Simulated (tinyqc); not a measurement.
Inside a calculation. Model: random telegraph noise from one oxide trap in a small MOSFET.

tinyqc, about 0.01 s, one thread, Intel Xeon 2.30GHz (shared host): `OMP_NUM_THREADS=1 python tinyqc.py 2710045 2710046 out.jsonl` Printed values are rounded.

An acceptor-like trap exchanges electrons with the channel. Inversion charge Q = Cox u, u = n Vt W0(exp((Vg - VT)/(n Vt))), W0 the Lambert function, n = nf, Cox = eps0 eox/tox; linear regime Id = (W/L) mu Q Vd. Relative to threshold the surface potential rises by Vt ln(u/u0) and the oxide voltage by the rest of Vg - VT, with u0 = n Vt W0(1).

Values chosen for this exercise; values of the order met in silicon transistors:
```
symbol  value        unit                                                                 meaning
T         250           K                                                             temperature
eox       3.9              relative permittivity of the gate insulator (close to silicon dioxide)
tox       2.2          nm                                                     insulator thickness
xt       0.25          nm                            depth of the trap from the channel interface
E0       0.13          eV                   trap level above the channel Fermi level at threshold
s0      2e-16        cm^2                                                       capture prefactor
EB       0.33          eV                                    capture barrier (lattice relaxation)
lt       0.11          nm                                                 tunnelling decay length
vth     1.5e7        cm/s                                                        thermal velocity
zi        1.7          nm                                        thickness of the inversion layer
VT       0.29           V                                                       threshold voltage
nf       1.37                                                                         body factor
W          30          nm                                                              gate width
L          20          nm                                                             gate length
mu        120  cm^2/(V s)                                                                mobility
asc     3e-16         V s                              scattering coefficient of the charged trap
Vd       0.02           V                                                           drain voltage
Vg       0.81           V                                                            gate voltage
```

Constants: q = 1.602176634e-19 C, kB = 1.380649e-23 J/K, Vt = kB T/q, eps0 = 8.8541878128e-14 F/cm where lengths are in cm. Results are converted to the units shown.

Range of the model: VT is taken as given; short-channel effects and the uneven flow of current among few electrons are left out.

## Trap level, time constants and occupancy

N = Cox u/q; dpsi = Vt ln(u/u0); E = E0 - dpsi - (xt/tox)(Vg - VT - dpsi); capture time tc = 1/[(N/zi) vth s0 exp(-xt/lt - EB/Vt)]; emission time te = tc exp(-E/Vt); occupancy te/(tc + te).

u = 0.440239 V
N = 4.31290e12 cm^-2
dpsi = 0.0704377 V
E = 0.00847564 eV
tc = 5.72926e-4 s
te = 3.86578e-4 s
occupancy = 0.402894

The trap lies 0.39 Vt above the Fermi level, so it is empty most of the time.

## Step height

A = W L; threshold step dV = q (1 - xt/tox)/(Cox A); gm/Id = 1/(u + n Vt); relative step dI/I = (gm/Id) dV + asc mu/A. Id as defined.

electrons in the channel N A = 25.8774
dV = 15.0793 mV
gm/Id = 2.12878 1/V
number part of dI/I = 3.21004 %
dI/I = 3.81004 %
Id = 2.48761 uA
dI = 94.7788 nA

## Lorentzian spectrum

Spectrum S(f) = 4 dI^2/{(tc + te)[(1/tc + 1/te)^2 + (2 pi f)^2]}; corner fc = (1/tc + 1/te)/(2 pi); variance dI^2 tc te/(tc + te)^2. Give S at f = 0, at fc and at 10 fc.

fc = 689.495 Hz
S(0) = 1.99533e-18 A^2/Hz
S(fc) = 9.97663e-19 A^2/Hz
S(10 fc) = 1.97557e-20 A^2/Hz
rms current = 46.4871 nA

The rms value is 0.490 of the step; it reaches its largest share, 1/2, when tc = te.
